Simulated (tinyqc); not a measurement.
# Free and trapped electrons in a MOS channel with a dense trap tail: what changes with what

p-type body, charge-sheet picture, full ionisation (an idealisation for deep acceptors), Boltzmann statistics for free electrons. e = Ec - EF at the surface. Acceptor-like traps of density D(E) = D0 + De exp(-E/Ew) at depth E below Ec, from 0 to Eu, hold n_t = integral of D(E)/(1 + exp((e - E)/Vt)). psi = Eg - Vt ln(Nv/Na) - e; N_dep = sqrt(2 eps0 eps_r Na (psi - Vt)/q); n_f = sqrt(N_dep^2 + 2 eps0 eps_r Vt Nc exp(-e/Vt)/q) - N_dep; Vg = Vfb + psi + q (N_dep + n_t + n_f)/Cox, Cox = eps0 eox/tox.

Parameters, values chosen for the exercise; band and dielectric values close to those of silicon: temperature T = 400 K; band gap Eg = 1.13 eV; relative permittivity eps_r = 11.8; conduction-band density of states at T Nc = 4.31e19 cm^-3; valence-band density of states at T Nv = 4.03e19 cm^-3; relative permittivity of the insulator eox = 3.9; insulator thickness tox = 45 nm; acceptor density Na = 9.6e16 cm^-3; flat-band voltage without trapped charge Vfb = -0.99 V; constant background density of acceptor-like traps D0 = 2.1e11 cm^-2 eV^-1; density of the tail at the conduction edge De = 1.2e13 cm^-2 eV^-1; decay energy of the tail Ew = 0.11 eV; depth below Ec down to which the traps reach Eu = 0.8 eV; mobility of free electrons mf = 130 cm^2/(V s).

Constants: q = 1.602176634e-19 C, kB = 1.380649e-23 J/K, Vt = kB T/q, eps0 = 8.8541878128e-14 F/cm where lengths are in cm. Results are converted to the units shown.

Each table varies one quantity; the others keep the values above.

## Free and trapped charge against gate voltage

Free share n_f/(n_f + n_t); swing ln 10 n_f/(dn_f/dVg); field-effect mobility mf q (dn_f/dVg)/Cox, for a constant mf; oxide field q (N_dep + n_t + n_f)/(eps0 eox).

Result of one run:
columns A: Vg (V); B: e (eV); C: n_f (cm^-2); D: n_t (cm^-2); E: free share (%); F: swing (mV/decade); G: field-effect mobility (cm^2/(V s)); H: oxide field (MV/cm)
```
A          B         C         D      E        F      G      H
8.9  0.02672  2.125e12  1.146e12  64.97  1.183e4  112.2  1.999
```

What becomes of these results when the gate voltage Vg is changed from 8.9 to 0.8 V, all else the same?

Result of the changed run:
columns A: Vg (V); B: e (eV); C: n_f (cm^-2); D: n_t (cm^-2); E: free share (%); F: swing (mV/decade); G: field-effect mobility (cm^2/(V s)); H: oxide field (MV/cm)
```
A         B        C         D         E      F         G       H
0.8  0.5687  1.049e6  5.654e10  0.001855  308.4  0.002125  0.3193
```

The whole series:
columns A: Vg (V); B: e (eV); C: n_f (cm^-2); D: n_t (cm^-2); E: free share (%); F: swing (mV/decade); G: field-effect mobility (cm^2/(V s)); H: oxide field (MV/cm)
```
A          B         C         D         E        F         G       H
0.8   0.5687   1.049e6  5.654e10  0.001855    308.4  0.002125  0.3193
1.8   0.3115   1.356e9  1.935e11    0.6959    392.8     2.157  0.4844
2.8   0.1738  6.396e10  4.479e11     12.50     1036     38.58  0.6760
3.8   0.1188  2.759e11  6.528e11     29.71     2388     72.18  0.8860
4.8  0.08870  5.742e11  7.999e11     41.79     4075     88.07   1.102
5.8  0.06796  9.168e11  9.134e11     50.09     5894     97.22   1.319
6.9  0.05055  1.325e12  1.013e12     56.69     7964     104.0   1.560
7.9  0.03769  1.717e12  1.086e12     61.27     9883     108.6   1.779
8.9  0.02672  2.125e12  1.146e12     64.97  1.183e4     112.2   1.999
```

n_f reaches 1e11 cm^-2 at Vg = 3.02 V, against 1.98 V without traps. The free share rises from 0.00185 to 65.0 % and the field-effect mobility rises from 0.00213 to 112 cm^2/(V s), although mf = 130 is constant: in the last row 86.3 % of Cox dVg goes into free electrons. The swing in the first row is 308 mV a decade (Vt ln 10 = 79.4). For Vg = 5.8, 6.9, 7.9, 8.9 EF lies less than 2 Vt below the band edge, or above it, where degeneracy and confinement, left out, matter.

## Effect of the acceptor density

Vfb is held fixed. VT is the Vg for n_f = 1e11 cm^-2; swing ln 10 n_f/(dn_f/dVg) at n_f = 1e8 cm^-2; the last three columns are for Vg = VT + 3.6 V, with free share n_f/(n_f + n_t) and field-effect mobility mf q (dn_f/dVg)/Cox; there EF is near the band edge, where Boltzmann statistics are rough.

Effect of the acceptor density:
columns A: Na (cm^-3); B: e at VT (eV); C: VT (V); D: q n_t/Cox at VT (V); E: swing (mV/decade); F: n_f (cm^-2); G: free share (%); H: field-effect mobility (cm^2/(V s))
```
A          B       C       D      E         F      G      H
1e15  0.2277  0.5828  0.6582  173.0  1.230e12  59.71  99.04
2e15  0.2191  0.7296  0.6950  181.4  1.235e12  59.47  99.43
6e15  0.2035   1.058  0.7684  201.6  1.241e12  58.86  100.2
1e16  0.1956   1.267  0.8093  214.6  1.243e12  58.44  100.6
3e16  0.1775   1.904  0.9123  253.5  1.239e12  57.17  101.6
8e16  0.1606   2.807   1.023  306.5  1.224e12  55.57  102.4
2e17  0.1445   4.119   1.142  379.9  1.200e12  53.65  102.9
5e17  0.1281   6.165   1.279  488.4  1.163e12  51.39  102.9
```

What does the table show?

As Na goes from 1e15 to 5e17, VT rises from 0.583 to 6.16 V, its part due to traps rises from 0.658 to 1.28 V, the swing rises from 173 to 488 mV/decade and the field-effect mobility rises from 99.0 to 103 cm^2/(V s). Most of the rise of VT is depletion charge; the trap part grows since the same n_f needs EF nearer the band edge at heavier doping.

Numbers from tinyqc (`OMP_NUM_THREADS=1 python tinyqc.py 2222028 2222029 out.jsonl`; about 0.02 s on one thread of a shared Intel Xeon 2.30GHz).
